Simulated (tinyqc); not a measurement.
## Planar ballistic transistor, top-of-the-barrier model: output curve

At the top of the source barrier, states moving towards the drain are filled by the source (Fermi level 0) and states moving back by the drain (Fermi level -q Vd); nothing scatters. U is the shift of the band edge there, set by the capacitances CG, CD and CS (the total) and by the charge. Parabolic two-dimensional band; the source is grounded.

N0 = gv m kB T/(pi hbar^2), CG = eps0 eox/tox, vT = sqrt(2 kB T/(pi m)), CS = CG/aG, n0 = n at U = 0 and Vd = 0. eta1 = -(E0 + U)/Vt, eta2 = eta1 - Vd/Vt, n = (N0/2)[F_0(eta1) + F_0(eta2)], F_0(x) = ln(1 + exp x). U = UL + q (n - n0)/CS with UL = -(aG Vg + aD Vd), energies in eV. I = q (N0/2) vT [F_(1/2)(eta1) - F_(1/2)(eta2)] per width, F_(1/2)(x) = (2/sqrt(pi)) int_0^infinity u^(1/2)/(1 + exp(u - x)) du. CQ = (q/Vt) dn/d(eta1).

Inputs (values chosen for the exercise); mass and valleys close to those of a monolayer dichalcogenide:
```
symbol,value,unit,meaning
T,200,K,temperature
m,0.481,m0,effective mass
gv,2,,valley degeneracy
eox,22,,relative permittivity of the gate insulator
tox,1.5,nm,insulator thickness
aG,0.76,,gate control CG/CS
aD,0.047,,drain control CD/CS
E0,0.29,eV,band edge at the barrier top above the source Fermi level at zero bias
Vg,0.8,V,gate voltage
```

Constants: q = 1.602176634e-19 C, kB = 1.380649e-23 J/K, hbar = 1.054571817e-34 J s, m0 = 9.1093837015e-31 kg, Vt = kB T/q, eps0 = 8.8541878128e-14 F/cm where lengths are in cm. Results are converted to the units shown.

Output curve:
```
Vd (V)   eta1  n (cm^-2)  I (uA/um)  mean velocity I/(q n) (cm/s)  CQ/CS
0.01    4.086   2.645e13      432.6                       1.021e6  3.682
0.025   4.433   2.589e13       1065                       2.568e6  3.655
0.05    4.996   2.498e13       2063                       5.154e6  3.549
0.1     5.978   2.343e13       3693                       9.839e6  2.904
0.15    6.472   2.277e13       4448                       1.219e7  2.064
0.2     6.582   2.282e13       4592                       1.256e7  1.894
0.3     6.681   2.314e13       4694                       1.266e7  1.882
0.4     6.775   2.347e13       4790                       1.274e7  1.882
0.6     6.964   2.412e13       4985                       1.290e7  1.882
0.8     7.154   2.478e13       5183                       1.306e7  1.883
```

The current rises from 433 to 5180 uA/um; n goes from 2.65e13 through a minimum of 2.28e13 (at Vd = 0.15 V among the rows listed) to 2.48e13 cm^-2 and eta1 rises from 4.09 to 7.15. The resistance in the first row is 23.1 ohm um, though nothing scatters in the channel. The current passes 90 % of its last value at Vd = 0.3 V among the rows, where eta2 = -11; returning states are gone from Vd = 0.3 V on (eta2 < -7), and from there the drain control aD lifts eta1 from 6.68 to 7.15.

Program tinyqc, `OMP_NUM_THREADS=1 python tinyqc.py 2400109 2400110 out.jsonl`; Intel Xeon 2.30GHz, shared host, one thread, about 0.01 s.
